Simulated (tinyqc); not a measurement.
Inside a calculation: armchair graphene nanoribbon in tight binding. Values are carried at full precision from step to step, so a last printed digit may differ when a step is redone from the rounded ones.

An armchair ribbon of N dimer lines, width (N - 1) sqrt3 acc/2, period 3 acc, one pz orbital a site. In line n, A_n binds to B_n with -t exp(ik/3), times (1 + d) in the two edge lines, and to B_(n-1) and B_(n+1) with -t exp(-ik/6); k runs from -pi to pi. For d = 0 the modes across the ribbon are sin(n p pi/(N + 1)), p = 1 to N, with E = -/+ t sqrt(1 + 4 c^2 + 4 c cos(k/2)), c = cos(p pi/(N + 1)).

Inputs chosen for the exercise (near those used for graphene; the results hold for these values, not for the real material):
- t = 2.61 eV (hopping)
- N = 3 (dimer lines)
- k = 0.51 (k times the period 3 acc)
- d = 0.05 (relative strengthening of the edge bonds)

## Transverse modes without edge correction

For each p give c, |E| at k = 0, t |1 + 2c|, and |E| at the given k.

Modes:
```
p        c  |E| at k = 0 (eV)  |E| at k (eV)
1   0.7071             6.3011         6.2515
2   0.0000             2.6100         2.6100
3  -0.7071             1.0811         1.3386
```

N = 3 = 3 x 1 + 0. No mode has c = -1/2; the nearest, p = 3, leaves a gap of 2.1622 eV.

## The Hamiltonian at k

Fill in the matrix.

H(k) (eV), lower triangle (Hermitian):
```
                 A1               A2               A3  B1  B2  B3
A1                0
A2                0                0
A3                0                0                0
B1  -2.7010+0.4636i  -2.6006-0.2216i                0   0
B2  -2.6006-0.2216i  -2.5724+0.4416i  -2.6006-0.2216i   0   0
B3                0  -2.6006-0.2216i  -2.7010+0.4636i   0   0   0
```

## Levels at k

Diagonalise H.

levels (eV): -6.3166  -2.7405  -1.2928  1.2928  2.7405  6.3166

The levels come in pairs +E, -E because only A-B bonds occur.

## The gap with the edge correction

First order in d: for the mode p nearest to c = -1/2 the gap is 2t |1 + 2c + d w|, w = 4 sin^2(p pi/(N + 1))/(N + 1) being the weight on the two edge lines. Compare with twice the smallest |E| of H(0).

p = 3
w = 0.5000
gap to first order = 2.0317 eV
gap from H(0) = 2.0328 eV

First order misses the full value by -1.2 meV.

## Checks

- Positive levels of H(k) for d = 0 against the mode formula: they agree to 1e-10 or better.

Computed by tinyqc, a small Python program: `OMP_NUM_THREADS=1 python tinyqc.py 1482697 1482698 out.jsonl` (the numbers bound the seed that draws the inputs); one thread of a shared host (Intel(R) Xeon(R) Processor @ 2.30GHz), about 0.02 s for the whole set of steps.
